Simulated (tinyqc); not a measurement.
From results back to parameters: two-band k.p model of the Delta valleys near the X point under shear strain. Five cases, with inputs chosen for the exercise.

Problem. Under a shear strain exy (|eta| < 1) the valley on the [001] axis has ml(eta) = ml/(1 - eta^2), 1/m[110] = 1/mt + eta/Mp and 1/m[1-10] = 1/mt - eta/Mp with Mp > 0, eta = D exy/Delta, Delta = 2 c k0^2/ml, k0 = kx0 2 pi/a, c = hbar^2/2m0.

Constants: hbar^2/2m0 = 3.80998211 eV angstrom^2.

Case 1.

Values chosen (near those of Si; shifted at random, so the results belong to these values and not to a real crystal): a = 5.446 angstrom (lattice constant); ml = 0.936 m0 (longitudinal mass); kx0 = 0.146 2 pi/a (distance of the minimum from X); exy = 0.01 (shear strain).

m[110], m[1-10], ml(eta) (m0): 0.13442564  0.37566405  1.35079687

Case 2.

Values chosen (near those of Si; shifted at random, so the results belong to these values and not to a real crystal): a = 5.418 angstrom (lattice constant); ml = 0.93 m0 (longitudinal mass); kx0 = 0.147 2 pi/a (distance of the minimum from X); exy = 0.011 (shear strain).

m[110], m[1-10], ml(eta) (m0): 0.12751046  0.42344389  1.59871143

Case 3.

Values chosen (near those of Si; shifted at random, so the results belong to these values and not to a real crystal): a = 5.421 angstrom (lattice constant); ml = 0.917 m0 (longitudinal mass); kx0 = 0.145 2 pi/a (distance of the minimum from X); exy = 0.011 (shear strain).

m[110], m[1-10], ml(eta) (m0): 0.11950342  0.45166111  1.83708296

Case 4.

Values chosen (near those of Si; shifted at random, so the results belong to these values and not to a real crystal): a = 5.42 angstrom (lattice constant); ml = 0.923 m0 (longitudinal mass); kx0 = 0.143 2 pi/a (distance of the minimum from X); exy = 0.015 (shear strain).

m[110], m[1-10], ml(eta) (m0): 0.11359590  0.83551588  3.53307853

Case 5.

Values chosen (near those of Si; shifted at random, so the results belong to these values and not to a real crystal): a = 5.421 angstrom (lattice constant); ml = 0.907 m0 (longitudinal mass); kx0 = 0.156 2 pi/a (distance of the minimum from X); exy = 0.0082 (shear strain).

m[110], m[1-10], ml(eta) (m0): 0.15007956  0.30421802  1.07982149

Find: mt; eta; Mp; D.

Solution. The mean of the two inverse transverse masses is 1/mt; eta^2 = 1 - ml/ml(eta), with the sign of 1/m[110] - 1/m[1-10] = 2 eta/Mp, which then gives Mp; D = eta Delta/exy.

Case 1.

mt = 0.198 m0
eta = 0.5541
Mp = 0.232 m0
D = 12.8 eV

Case 2.

mt = 0.196 m0
eta = 0.6467
Mp = 0.236 m0
D = 14.0 eV

Case 3.

mt = 0.189 m0
eta = 0.7077
Mp = 0.230 m0
D = 15.1 eV

Case 4.

mt = 0.200 m0
eta = 0.8595
Mp = 0.226 m0
D = 13.0 eV

Case 5.

mt = 0.201 m0
eta = 0.4001
Mp = 0.237 m0
D = 13.4 eV

Computed by tinyqc, one run a case: `OMP_NUM_THREADS=1 python tinyqc.py N N+1 out.jsonl` with N = 1081328, 1081344, 1081349, 1081410, 1081465; one thread of a shared Intel(R) Xeon(R) Processor @ 2.30GHz, about 0.01 s a run at most.
